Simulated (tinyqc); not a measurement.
Switching kinetics of a ferroelectric film and the memory window of a ferroelectric gate stack: one step, computed by the program tinyqc. Command: `OMP_NUM_THREADS=1 python tinyqc.py 3011587 3011588 out.jsonl feswitch walk`. One thread of a shared host (Intel(R) Xeon(R) Processor @ 2.30GHz), about 0.02 s of CPU time with the checks.

Fields in MV/cm; 1 microcoulomb/cm^2 over eps_0 is 11.29409 MV/cm. In the stack (metal, ferroelectric, interlayer, channel) the channel is taken as a conductor.

Task: Switched share after the pulse. Merz's law: t1 = t_inf exp[(E_a/E)^alpha] at the mean of the fields before and after switching. NLS: switched share = integral of [1 - exp(-(t/tau)^n)] F(z) dz over z = log10 tau, with the Lorentzian F = (1/pi) w/[(z - log10 t1)^2 + w^2].

Inputs (values chosen for the exercise, for a model hafnia-based film):

| quantity | value | unit |
|---|---|---|
| time constant t_inf | 2.4e-09 | s |
| activation field E_a | 4.8 | MV/cm |
| Merz exponent alpha | 2 | - |
| dimension n | 2 | - |
| half width w of log10 t | 0.28 | - |
| pulse length t_p | 4.6e-08 | s |
| breakdown field of the interlayer | 15 | MV/cm |

Kinetics: nucleation-limited (NLS).

E_F before switching = 4.432580 MV/cm

E_F after switching = 3.628397 MV/cm

Give: mean field; switching time t1; switched share.

Result:

mean field = 4.030 MV/cm

switching time t1 = 9.912e-09 s

switched share = 0.8815

t_p is 4.6 t1. A field higher by 10 % would shorten t1 by a factor 1.3. The step approximation 1/2 + arctan[log10(t_p/t1)/w]/pi gives 0.873. Caution: the interlayer field exceeds its breakdown field, so charge injection would change the fields.
